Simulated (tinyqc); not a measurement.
# Six-transistor SRAM cell, nodal equations and margins, step by step

Program tinyqc, `OMP_NUM_THREADS=1 python tinyqc.py 2340122 2340123 out.jsonl`; Intel Xeon 2.30GHz, shared host, one thread, about 0.2 s. Printed values are rounded.

Two cross-coupled inverters (pull-down bn, pull-up bp) hold the nodes Q and QB; access transistors (ba, threshold VTn, gate on the word line at Vdd when selected) join them to the bit lines. Transistor (EKV form, voltages against the body): I = 2 n b Vt^2 [F(vp - Vs) - F(vp - Vd)] from drain to source, F(v) = ln^2(1 + exp(v/(2 Vt))), vp = (Vg - VT + sg |Vd - Vs|)/n. n-channel bodies are at 0; for the p-channel device all voltages are counted down from Vdd. b in uA/V^2 gives I in uA. For an access transistor the bit line is the drain and the node the source. In a read both bit lines are at Vdd. The cell is symmetric (no mismatch).

Parameters, values chosen for the exercise: temperature T = 350 K; supply voltage Vdd = 0.9 V; slope factor n = 1.23; drain-induced barrier lowering sg = 0.033; n-channel threshold VTn = 0.27 V; p-channel threshold (magnitude) VTp = 0.29 V; gain factor of the pull-down transistor bn = 370 uA/V^2; gain factor of the access transistor ba = 180 uA/V^2; gain factor of the pull-up transistor bp = 140 uA/V^2.

Constants: q = 1.602176634e-19 C, kB = 1.380649e-23 J/K, Vt = kB T/q. Results are converted to the units shown.

## Iteration 1: node voltages in a read by Newton steps

(Q, QB) at the start (V): Q 0.000000, QB 0.900000

F1 = In(gate QB, drain Q) - Ip(gate QB, drain Q) - Ia(bit line, Q), F2 the same with Q and QB exchanged; J by central differences with +/- 1e-6 V; solve J d = -F, limit each component to +/- 0.15 V and add.

F1, F2 (uA): -31.8455  0.0012

J (uS):
```
          Q      QB
F1  354.975   0.007
F2    0.032  85.381
```

(Q, QB) after iteration 1 (V): Q 0.089712, QB 0.899952

## Iteration 2: node voltages in a read by Newton steps

As before.

F1, F2 (uA): -2.67914  0.00910

J (uS):
```
          Q      QB
F1  295.238  33.285
F2    0.327  72.787
```

(Q, QB) after iteration 2 (V): Q 0.098805, QB 0.899786

## Course of the iteration: node voltages in a read by Newton steps

Stop when the largest change of (Q, QB) is below 1e-9 V, or after 30 iterations. The rule counts as met only at the stable state with Q low.

Course of the iteration:
```
iteration      Q (V)  largest |change| of one entry (V)
1          0.0897118                             0.0897
2          0.0988050                            9.09e-3
3          0.0989034                            9.84e-5
4          0.0989034                            1.26e-8
5          0.0989034                            < 1e-14
```

Converged in 5 iterations. At the end the number of correct digits about doubles with each step.

## Read current and disturbance

(Q, QB) (V): Q 0.0989034, QB 0.899777

Iread = Ia(bit line at Vdd, source Q); cell ratio bn/ba; time to pull a bit line of 20 fF down by 0.1 V at that current.

Iread = 20.9308 uA
cell ratio = 2.05556
time = 95.5532 ps

The read lifts the low node to 98.9 mV, against a balance point of 415 mV.

## The largest square in the read butterfly

c, point 0 to 6 (V): 0.14  0.23  0.32  0.39  0.46  0.5  0.55

f(x) is the node voltage of one half-cell in a read for input x (In - Ip - Ia = 0). Static noise margin: side of the largest square between the curve (x, f(x)) and its mirror image (f(y), y); with h(c) the root x of f(x) - x = c, it is the maximum over c > 0 of h(c) - h(-c) + c.

```
point  h(c) (V)  h(-c) (V)  side (V)
0      0.390067   0.462375  0.067692
1      0.384836   0.499253  0.115583
2      0.380026   0.540840  0.159187
3      0.371570   0.578760  0.182810
4      0.354047   0.623210  0.190838
5      0.338729   0.651376  0.187354
6      0.313507   0.688884  0.174623
```

The maximum over c is 190.9 mV, the read margin; with the word line off (no Ia) the same construction gives 332.3 mV.
